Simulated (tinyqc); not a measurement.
Capacitance measurement on a leaky thin oxide: effects of series resistance and leakage: one step of the calculation.

The device is a capacitance C in parallel with a leakage conductance G, in series with Rs and Ls. An impedance meter reports either a parallel pair (Cp, Gp) from Y = 1/Z = Gp + i w Cp or a series pair (Cs, Rm) from Z = Rm + 1/(i w Cs); w = 2 pi f, dissipation D = Gp/(w |Cp|).

Task. True capacitance and conductance. EOT = 3.9 tox/eox; CET = EOT + zc + zp; C = 3.9 eps0 A/CET; G = Jg A/Vs.

Inputs (values chosen for the exercise); values of the order met in thin-oxide MOS capacitors: relative permittivity of the gate insulator (close to silicon nitride) eox = 7.72; insulator thickness tox = 6.1 nm; gate area A = 400 um^2; oxide-equivalent thickness added by the accumulation layer zc = 0.5 nm; oxide-equivalent thickness added by gate depletion zp = 0 nm; gate leakage current density, not matched to the thickness Jg = 2.8 A/cm^2; voltage for an e-fold rise of the leakage Vs = 0.17 V.

Constants: eps0 = 8.8541878128e-14 F/cm where lengths are in cm. Results are converted to the units shown.

Wanted: EOT; CET; C; G.

Result.

EOT = 3.082 nm
CET = 3.582 nm
C = 3.857 pF
G = 65.88 uS

tinyqc, about 0.01 s, one thread, Intel Xeon 2.30GHz (shared host): `OMP_NUM_THREADS=1 python tinyqc.py 2022160 2022161 out.jsonl`
